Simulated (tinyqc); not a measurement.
Hot carriers by balance equations with a heated Maxwellian: one step, computed by the program tinyqc.

The carriers follow a Maxwellian at an electron temperature T_e, slightly displaced; the drift energy is neglected against k_B T_e. The balance averages the rate, not the time, so mu_0 lies below the relaxation-time value.

Problem. First iteration. Parabolic band: E = hbar^2 k^2/(2 m), speed v = hbar k/m, states per spin, volume and energy g(E) = m k/(2 pi^2 hbar^2). Masses are multiplied by m_0 and all formulas are in SI units. Phonon occupation N_q = 1/(exp(hbar w/(k_B T)) - 1). Acoustic deformation potential (elastic, equipartition, absorption and emission together): 1/tau = 2 pi k_B T D_A^2 g(E)/(hbar rho v_l^2). Optical or intervalley deformation potential: 1/tau = (pi Z_f D_o^2/(rho w)) [N_q g(E + hbar w) + (N_q + 1) g(E - hbar w)], with g = 0 below the band edge. Averages over the Maxwellian, <y> = int y x^(1/2) exp(-x) dx / int x^(1/2) exp(-x) dx with x = E/(k_B T_e), split at x_0 = hbar w/(k_B T_e): 64 Gauss-Legendre points in sqrt(x) below it and 128 in sqrt(x - x_0) above it, up to x = 32. Momentum balance: mu(T_e) = e/(m nu), nu = <x (sum of rates)>/<x>. Power lost per carrier: P(T_e) = hbar w <emission rate - absorption rate> + <(2 m v_l^2/(k_B T)) (E - 2 k_B T) acoustic rate>. Fixed point: T_out = T + (T_e - T) e mu(T_e) F^2/P(T_e), T_new = T_e + mixing (T_out - T_e). Start at T_e = 1.5 T.

Inputs (values chosen for the exercise, modelled on holes in silicon): effective mass m = 0.513 m_0; density rho = 2329 kg/m^3; sound velocity v_l = 9010 m/s; acoustic deformation potential D_A = 6 eV; phonon energy hbar w = 65.1 meV; optical or intervalley deformation potential D_o = 9.5 1e8 eV/cm; final valleys Z_f = 1; lattice temperature T = 300 K; electric field F = 47 kV/cm; mixing = 0.3.

Band: parabolic. Solver: damped fixed point.

Constants: k_B = 8.617333262e-05 eV/K; k_B = 1.380649e-23 J/K; e = 1.602176634e-19 C; hbar = 1.054571817e-34 J s; m_0 = 9.1093837015e-31 kg; hbar = 6.582119569e-16 eV s.

Give: mu at the start; P at the start; new T_e.

Solution.

mu at the start = 453.0 cm^2/(V s)

P at the start = 6.499e+10 eV/s

new T_e = 1098 K
